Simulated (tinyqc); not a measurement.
# Haynes-Shockley experiment: what a collector records, against the lifetime

A sheet injected at x = 0, t = 0 gives at x = L the signal n(t) = N0 exp(-t/tau - (L - v t)^2/(4 D t))/sqrt(4 pi D t), D = mu Vt, v = mu F. Its peak lies at tp = [-D + sqrt(D^2 + u^2 L^2)]/u^2, u^2 = v^2 + 4 D/tau; dt is the full width at half height. Simple readings: mobility L/(F tp), diffusion coefficient (L dt/tp)^2/(16 ln 2 tp). Area v times the integral of n over N0: (v/u) exp(L (v - u)/(2 D)).

Inputs (values chosen for the exercise):
- T = 350 K (temperature)
- mu = 471 cm^2/(V s) (minority-carrier mobility)
- F = 3.7 V/cm (sweep field along the drift)
- L = 1600 um (distance from injector to collector)

Constants: q = 1.602176634e-19 C, kB = 1.380649e-23 J/K, Vt = kB T/q. Results are converted to the units shown.

The same in every row: L/v (us) = 91.81.

Result of one run:
```
tau (s)  tp (us)  dt (us)  apparent mobility (cm^2/(V s))  apparent D (cm^2/s)    area  exp(-L/(v tau))
0.0007     86.17    65.49                           501.9                15.47  0.8663           0.8771
```

What becomes of these results when the lifetime tau is changed from 0.0007 to 6e-5 s, all else the same?

Result of the changed run:
```
tau (s)  tp (us)  dt (us)  apparent mobility (cm^2/(V s))  apparent D (cm^2/s)    area  exp(-L/(v tau))
6e-5       76.67    54.70                           564.0                15.32  0.2097           0.2165
```

The whole series:
```
tau (s)  tp (us)  dt (us)  apparent mobility (cm^2/(V s))  apparent D (cm^2/s)      area  exp(-L/(v tau))
1e-5       52.58    30.68                           822.4                14.95  6.476e-4         1.030e-4
3e-5       69.23    46.75                           624.6                15.20   0.05320          0.04687
6e-5       76.67    54.70                           564.0                15.32    0.2097           0.2165
0.0001     80.42    58.87                           537.7                15.38    0.3812           0.3993
0.0003     84.78    63.87                           510.1                15.45    0.7177           0.7364
0.0007     86.17    65.49                           501.9                15.47    0.8663           0.8771
0.002      86.87    66.31                           497.8                15.49    0.9508           0.9551
0.004      87.06    66.54                           496.7                15.49    0.9751           0.9773
```

True values: mu = 471 cm^2/(V s), D = 14.2 cm^2/s. The apparent mobility is 75 % above the true one in the first row and 5.5 % above it in the last, and the apparent D 5.2 % above and 9.0 % above D. The peak always comes before L/v, since spreading and decay both weigh down the later part of the signal; the shift is 43 % and 5.2 % in these rows.

Program tinyqc, `OMP_NUM_THREADS=1 python tinyqc.py 2310002 2310003 out.jsonl`; Intel Xeon 2.30GHz, shared host, one thread, about 0.01 s.
